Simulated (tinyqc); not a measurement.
Pariser-Parr-Pople SCF with singles CI, for the molecule C=Cc1cccc(Cl)c1 (SMILES; centres numbered as the heavy atoms are written), step by step. One step of it, computed by the program tinyqc.

Problem. Iteration 1: orbitals and new P. Diagonalise F (the basis is taken as orthonormal) and form P = 2 sum c c over the lowest orbitals; 0.3 of the old P is kept.

F (eV):
```
,1C,2C,3C,4C,5C,6C,7C,8Cl,9C
1C,-5.450318,-4.787352,0.000000,0.345275,0.000000,-0.215355,0.000000,-0.061850,0.471077
2C,-4.787352,-5.328576,-3.431520,0.000000,0.072048,0.000000,0.061339,0.000000,0.000000
3C,0.000000,-3.431520,-5.148829,-3.938566,0.000000,0.496449,0.000000,0.120372,-4.033662
4C,0.345275,0.000000,-3.938566,-5.156159,-4.117244,0.160330,0.463533,-0.333059,0.160338
5C,0.000000,0.072048,0.000000,-4.117244,-5.148864,-4.167331,0.000000,0.136838,0.526141
6C,-0.215355,0.000000,0.496449,0.160330,-4.167331,-5.481574,-3.907094,0.496457,-0.160333
7C,0.000000,0.061339,0.000000,0.463533,0.000000,-3.907094,-5.797719,-2.891977,-3.952108
8Cl,-0.061850,0.000000,0.120372,-0.333059,0.136838,0.496457,-2.891977,-13.734424,0.496431
9C,0.471077,0.000000,-4.033662,0.160338,0.526141,-0.160333,-3.952108,0.496431,-5.481503
```

pi electrons, sum of z_r less the charge = 10

P at the start:
```
,1C,2C,3C,4C,5C,6C,7C,8Cl,9C
1C,1.000000,0.912125,0.000000,-0.239677,0.000000,0.189670,0.000000,0.053609,-0.267832
2C,0.912125,1.000000,0.404616,0.000000,-0.050007,0.000000,-0.042575,0.000000,0.000000
3C,0.000000,0.404616,1.000000,0.594286,0.000000,-0.282252,0.000000,-0.081872,0.629873
4C,-0.239677,0.000000,0.594286,1.082801,0.661158,-0.082801,-0.263529,0.249466,-0.082801
5C,0.000000,-0.050007,0.000000,0.661158,1.000000,0.679880,0.000000,-0.093067,-0.299117
6C,0.189670,0.000000,-0.282252,-0.082801,0.679880,1.082801,0.582512,-0.249466,0.082801
7C,0.000000,-0.042575,0.000000,-0.263529,0.000000,0.582512,1.000000,0.479756,0.599377
8Cl,0.053609,0.000000,-0.081872,0.249466,-0.093067,-0.249466,0.479756,1.751596,-0.249466
9C,-0.267832,0.000000,0.629873,-0.082801,-0.299117,0.082801,0.599377,-0.249466,1.082801
```

Give: orbital energies; P after iteration 1.

Solution.

orbital energies (eV): -14.913  -12.975  -11.179  -9.765  -9.053  -1.560  -0.665  0.637  2.745

P after iteration 1:
```
,1C,2C,3C,4C,5C,6C,7C,8Cl,9C
1C,1.011,0.922,-0.003,-0.231,-0.003,0.179,-0.002,0.026,-0.251
2C,0.922,0.993,0.382,0.005,-0.045,-0.003,-0.035,0.003,0.005
3C,-0.003,0.382,0.995,0.608,0.007,-0.296,0.003,-0.044,0.627
4C,-0.231,0.005,0.608,1.036,0.670,-0.043,-0.301,0.162,-0.047
5C,-0.003,-0.045,0.007,0.670,0.995,0.671,0.003,-0.049,-0.310
6C,0.179,-0.003,-0.296,-0.043,0.671,1.052,0.620,-0.187,0.041
7C,-0.002,-0.035,0.003,-0.301,0.003,0.620,0.993,0.332,0.634
8Cl,0.026,0.003,-0.044,0.162,-0.049,-0.187,0.332,1.874,-0.188
9C,-0.251,0.005,0.627,-0.047,-0.310,0.041,0.634,-0.188,1.051
```
